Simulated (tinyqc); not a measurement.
## Pull-up strength from the switching point

Question. Transistor (EKV form, voltages against the body): I = 2 n b Vt^2 [F(vp - Vs) - F(vp - Vd)] from drain to source, F(v) = ln^2(1 + exp(v/(2 Vt))), vp = (Vg - VT + sg |Vd - Vs|)/n. n-channel bodies are at 0; for the p-channel device all voltages are counted down from Vdd. b in uA/V^2 gives I in uA. In an inverter In(Vg = Vd = VM) equals Ip at the switching point VM. Find bp and the current there.

Parameters, values chosen for the exercise: temperature T = 300 K; supply voltage Vdd = 0.75 V; slope factor n = 1.22; drain-induced barrier lowering sg = 0.109; n-channel threshold VTn = 0.26 V; p-channel threshold (magnitude) VTp = 0.41 V; gain factor of the pull-down transistor bn = 360 uA/V^2.

Constants: q = 1.602176634e-19 C, kB = 1.380649e-23 J/K, Vt = kB T/q. Results are converted to the units shown.

VM = 0.288171647 V

Solution. Ip is proportional to bp, so bp is In(VM) over the p-channel current for unit b.

bp = 180 uA/V^2
current at VM = 0.951 uA

Computed by the program tinyqc: `OMP_NUM_THREADS=1 python tinyqc.py 2340132 2340133 out.jsonl`, one thread of a shared Intel Xeon 2.30GHz, about 0.04 s for the whole run.
